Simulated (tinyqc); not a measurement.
Off-state leakage of single and stacked transistors: one step of the calculation.

n-channel devices of unit width. Subthreshold current I(Vg, Vs, Vd) = I0 (T/300 K)^0.5 exp[(Vg - Vs - VT(T) - gb (Vs - Vb) + dd (Vd - Vs))/(nf Vt)] (1 - exp(-(Vd - Vs)/Vt)), VT(T) = VT - cT (T - 300 K). Gate-edge tunnelling Ig (Vd/1 V) exp(ag (Vd - 1 V)), for a gate at 0 V, and band-to-band leakage Ab u exp(-Bb/u), u = Vd - Vb + 1 V, flow at a drain held at V; both are taken as independent of T. In a stack of off transistors (all gates at 0 V) the same subthreshold current passes through each.

Problem. New Vx. Stack of two, Vx the node between them: I_low = I(0, 0, Vx), I_up = I(0, Vx, V), f = ln(I_up/I_low), f' = -(1 + gb + 2 dd)/(nf Vt) - 1/(Vt (exp(Vx/Vt) - 1)) - 1/(Vt (exp((V - Vx)/Vt) - 1)), Vx(new) = Vx - f/f'.

Inputs (values chosen for the exercise); values of the order met in bulk silicon logic transistors: temperature T = 300 K; supply voltage V = 0.8 V; threshold at 300 K, zero drain and body bias VT = 0.33 V; fall of the threshold with temperature cT = 0.7 mV/K; current at threshold at 300 K I0 = 0.35 uA/um; slope factor nf = 1.18; drain-induced lowering per volt dd = 0.16; rise of the threshold per volt of source-body bias gb = 0.19; body voltage Vb = 0 V.

Constants: q = 1.602176634e-19 C, kB = 1.380649e-23 J/K, Vt = kB T/q. Results are converted to the units shown.

Vx at the start = 0.085 V

Wanted: I_low; I_up; f; f'; Vx after iteration 1.

Solution.

I_low = 0.01055 nA/um
I_up = 0.01083 nA/um
f = 0.02657
f' = -51.00 1/V
Vx after iteration 1 = 0.08552 V

Computed by the program tinyqc: `OMP_NUM_THREADS=1 python tinyqc.py 2242219 2242220 out.jsonl`, one thread of a shared Intel Xeon 2.30GHz, about 0.03 s for the whole run.
